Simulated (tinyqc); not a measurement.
Worked calculation: averaged masses of warped heavy- and light-hole bands. Values are carried at full precision from step to step, so a last printed digit may differ when a step is redone from the rounded ones.

Constants: Ry = 13.60569312 eV; a0 (Bohr radius) = 0.5291772105 angstrom; kB = 8.617333262e-05 eV/K; hbar^2/2m0 = 3.80998211 eV angstrom^2.

Values chosen for the exercise (near those of Si; not measured data):
- g1 = 4.29 (Luttinger gamma1)
- g2 = 0.34 (gamma2)
- g3 = 1.45 (gamma3)
- eps = 11.7 (dielectric constant)
- mso = 0.234 m0 (split-off mass)
- Dso = 0.044 eV (spin-orbit splitting)
- T = 200 K (temperature)

## Other forms of the parameters

Dresselhaus-Kip-Kittel form E = c [A k^2 -/+ sqrt(B^2 k^4 + C^2 (kx^2 ky^2 + ky^2 kz^2 + kz^2 kx^2))] with A = g1, B = 2 g2, C^2 = 12 (g3^2 - g2^2). Spherical form: mu = (6 g3 + 4 g2)/(5 g1), delta = (g3 - g2)/g1, masses 1/(g1 (1 -/+ mu)). Effective rydberg R* = Ry/(g1 eps^2) and radius a* = a0 g1 eps.

A, B, |C|: 4.290  0.680  4.883

mu, delta: 0.4690  0.2587

spherical masses, heavy and light (m0): 0.4390  0.1587

R* = 23.17 meV
a* = 26.6 angstrom

delta/mu = 0.55 measures the warping against the spherical splitting.

## Masses along six directions

Four-band hole energies E = c k^2 f(u), c = hbar^2/2m0, f = g1 -/+ 2 sqrt(g2^2 + 3 (g3^2 - g2^2) s), s = ux^2 uy^2 + uy^2 uz^2 + uz^2 ux^2 for the unit vector u; minus for heavy, plus for light holes; the mass along u is 1/f.

Give s and both masses.

Masses (m0):

| direction | s | heavy | light |
|---|---|---|---|
| [100] | 0.00000 | 0.2770 | 0.2012 |
| [110] | 0.25000 | 0.5696 | 0.1465 |
| [111] | 0.33333 | 0.7194 | 0.1391 |
| [210] | 0.16000 | 0.4501 | 0.1573 |
| [211] | 0.25000 | 0.5696 | 0.1465 |
| [331] | 0.27424 | 0.6083 | 0.1442 |

The heavy mass grows by a factor of 2.60 from [100] to [111] while the light one shrinks by 31 %; 1/m_heavy + 1/m_light = 2 g1 in every direction.

## Density-of-states masses from three directions

m_d^(3/2) is the angular mean of m(u)^(3/2). The rule mean = (10 F[100] + 16 F[110] + 9 F[111])/35 is exact for cubic harmonics up to sixth order. Total m_d = (m_h^(3/2) + m_l^(3/2))^(2/3).

m^(3/2):

| direction | heavy | light |
|---|---|---|
| [100] | 0.14579 | 0.09025 |
| [110] | 0.42989 | 0.05609 |
| [111] | 0.61021 | 0.05187 |

m_d heavy, light (m0): 0.5384  0.1613

total = 0.5958 m0
share of light holes = 14.1 %

## Averages on a grid

Grid: n x n midpoints in cos(theta) from 0 to 1 and phi from 0 to pi/2, equal weights. m_d = <f^(-3/2)>^(2/3). Conductivity mass for one scattering time: 1/m_c = <|w|^2 f^(-5/2)>/<f^(-3/2)> with w = grad_k(k^2 f)/(2 k), that is |w|^2 = f^2 + |angular gradient of f|^2/4.

Use n = 40.

m_d heavy, light (m0): 0.5187  0.1548

m_c heavy, light (m0): 0.4133  0.1491

The three-direction rule differs from the grid by +3.81 % for heavy holes. Warping makes m_c of the heavy holes 20 % smaller than m_d; on a sphere the two are equal.

## Effective density of states

Nv = 2 (kT/(4 pi c))^(3/2) [m_h^(3/2) + m_l^(3/2) + mso^(3/2) exp(-Dso/kT)], c = hbar^2/2m0, parabolic bands, m_h and m_l the density-of-states masses from the grid; 1 angstrom^-3 = 1e24 cm^-3.

prefactor = 1.3660e+19 cm^-3

the three terms: 0.37355  0.06093  0.00881

Nv = 6.055e+18 cm^-3

shares (%): 84.3  13.7  2.0

kT/Dso = 0.39: thermal holes reach energies comparable with Dso, where the four-band form fails and the true Nv is larger.

## Checks

- m_d and m_c of heavy holes for g2 = g3 against 1/(g1 - 2 g3): they agree to 1e-10 or better.
- m_d of heavy holes on grids of 40 and 160: 0.5187 against 0.5186.

(tinyqc, `OMP_NUM_THREADS=1 python tinyqc.py 1050598 1050599 out.jsonl`, Intel(R) Xeon(R) Processor @ 2.30GHz, 1 thread, shared host, about 0.03 s.)
